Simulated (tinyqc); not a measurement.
Inside a calculation. Method: tight binding, honeycomb lattice. Computed by tinyqc, a small Python program that keeps every step. Settings: t1 = 1.89, t2 = 0, phi = 1.57, delta = 1.27, points = 5. Command: `OMP_NUM_THREADS=1 python tinyqc.py 20622 20623 out.jsonl` (the two numbers bound the seeds that draw the settings). One thread of a shared host (Intel(R) Xeon(R) Processor @ 2.60GHz), about 0.01 s of CPU time with the checks.

## Bloch Hamiltonian at k

Parameters chosen for this model:
```
parameter     value                        unit
t1         1.890000                 eV, nearest
t2                0       eV, second neighbours
phi        1.570000  rad, phase of t2 (Haldane)
delta      1.270000          eV, +/- on A and B
```

k point k (fractions of the reciprocal vectors): 0.210000  -0.370000

H_AB = -t1 (1 + exp(-i k.a1) + exp(-i k.a2)); H_AA = delta - 2 t2 sum cos(k.b + phi), H_BB = -delta - 2 t2 sum cos(k.b - phi), b = a1, a2 - a1, -a2.

H(k) at k (eV):
```
                     A                    B
A             1.270000  -1.066230+0.452871i
B  -1.066230-0.452871i            -1.270000
```

## Levels at k

Diagonalise the Hermitian matrix.

eigenvalues (eV): -1.718964  1.718964

weights |c|^2 of the basis functions:
```
     band 1    band 2
A  0.130592  0.869408
B  0.869408  0.130592
```

## Bloch Hamiltonian at K

k point K (fractions of the reciprocal vectors): 0.333333  0.666667

As before.

H(k) at K (eV):
```
          A          B
A  1.270000   0.000000
B  0.000000  -1.270000
```

## Levels at K

As before.

eigenvalues (eV): -1.270000  1.270000

weights |c|^2 of the basis functions:
```
     band 1    band 2
A  0.000000  1.000000
B  1.000000  0.000000
```

## Bands along a path

The same steps at evenly spaced points between the labelled ones.

Bands along the path (eV):
```
k             band 1    band 2
G          -5.810491  5.810491
G-K 0.25   -5.317463  5.317463
G-K 0.50   -3.987643  3.987643
G-K 0.75   -2.277060  2.277060
K          -1.270000  1.270000
K-M 0.25   -1.491903  1.491903
K-M 0.50   -1.878080  1.878080
K-M 0.75   -2.171342  2.171342
M          -2.277060  2.277060
M-K' 0.25  -2.171342  2.171342
M-K' 0.50  -1.878080  1.878080
M-K' 0.75  -1.491903  1.491903
K'         -1.270000  1.270000
```

With 1 band(s) filled, the highest filled level on these points lies at K and the lowest empty one at K: a gap of 2.5400 eV, direct.

## Chern number of the lower band

On a 5 x 5 mesh, the phase of the product of overlaps around each plaquette (k1 then k2); the sum over 2 pi is an integer.

plaquette phases (rad):
```
           1          2          3          4          5
1   0.000000  -0.060010  -0.149466   0.090302   0.033043
2   0.060010   0.000000  -0.437348  -0.454563   0.090302
3   0.149466   0.437348   0.000000  -0.437348  -0.149466
4  -0.090302   0.454563   0.437348   0.000000  -0.060010
5  -0.033043  -0.090302   0.149466   0.060010   0.000000
```

Chern number = 0.000000
